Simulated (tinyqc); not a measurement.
Deep-level transient spectroscopy: two steps of the calculation.

Schottky contact on an n-type layer with shallow donors Nd (all ionised) and a donor-like deep trap, neutral when filled and positive when empty; depletion approximation. Traps within lam of the depletion edge stay filled. A long pulse to Vp fills the traps beyond x1 = Wp - lam; back at Vr those between x1 and x2 = Wr - lam emit. A rate window reads S = C(t2) - C(t1).

Values chosen for this exercise; material values close to those of silicon:
- eps_r = 11.9 (relative permittivity)
- Nc = 2.85e19 cm^-3 (conduction-band density of states at 300 K)
- vth = 2.3e7 cm/s (thermal velocity at 300 K)
- Nd = 7.8e14 cm^-3 (shallow donor density)
- Vbi = 0.7 V (built-in voltage)
- Et = 0.43 eV (depth of the trap below the conduction edge)
- sn = 1.5e-14 cm^2 (capture cross-section)
- Nt = 7e12 cm^-3 (trap density)
- Vr = 6.5 V (reverse bias)
- Vp = 0 V (reverse bias during the filling pulse)
- t1 = 2 ms (first sampling time)
- t2 = 5 ms (second sampling time)
- T = 218 K (temperature of the transient)

Constants: q = 1.602176634e-19 C, kB = 1.380649e-23 J/K, eps0 = 8.8541878128e-14 F/cm where lengths are in cm. Results are converted to the units shown.

Task 1. Emission rate and rate window. Emission rate en = sn vth(T) Nc(T) exp(-Et/kB T) = sn g T^2 exp(-Et/kB T), g = vth Nc/(300 K)^2, as vth goes as T^0.5 and Nc as T^1.5 (degeneracy factor 1). For an exponential transient S peaks where en = ew = ln(t2/t1)/(t2 - t1).

Give: g; en; 1/en; ew.

Result 1.

g = 7.283e21 cm^-2 s^-1 K^-2
en = 595.0 1/s
1/en = 1.681 ms
ew = 305.4 1/s

Task 2. Widths. lam = sqrt(2 eps0 eps_r (EF - ET)/(q Nd)), EF - ET = Et - (kB T/q) ln(Nc(T)/Nd), Nc(T) = Nc (T/300 K)^1.5. In the steady state at the band bending V, 2 eps0 eps_r V/q = Nd W^2 + Nt (W - lam)^2 (the second term only if W > lam). V = Vbi + Vr gives Wr and V = Vbi + Vp gives Wp; x1 = max(Wp - lam, 0).

Wanted: lam; Wr; Wp; x1; x2; G = (x2^2 - x1^2)/Wr^2.

Result 2.

lam = 638.32 nm
Wr = 3474.0 nm
Wp = 1085.6 nm
x1 = 447.30 nm
x2 = 2835.7 nm
G = (x2^2 - x1^2)/Wr^2 = 0.64970

tinyqc, about 0.01 s, one thread, Intel Xeon 2.30GHz (shared host): `OMP_NUM_THREADS=1 python tinyqc.py 2050020 2050021 out.jsonl`
